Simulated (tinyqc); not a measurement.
## Thickness from two neighbouring fringes

Question. At normal incidence a transparent film with an index between those of air and substrate, taken as constant, has reflectance minima at 2 n1 d = (m + 1/2) lam (small phase shifts at the substrate neglected). Find d and the order m of the shorter wavelength.

Inputs (values chosen for the exercise):

| symbol | value | unit | meaning |
|---|---|---|---|
| n1 | 2.406 |  | index of the transparent film |

wavelengths of two neighbouring reflectance minima (nm): [553, 618.05882]

Answer. Neighbouring orders differ by one: 2 n1 d (1/lam1 - 1/lam2) = 1.

d = 1092 nm
m = 9

Program tinyqc, `OMP_NUM_THREADS=1 python tinyqc.py 2870179 2870180 out.jsonl`; Intel Xeon 2.30GHz, shared host, one thread, about 0.01 s.
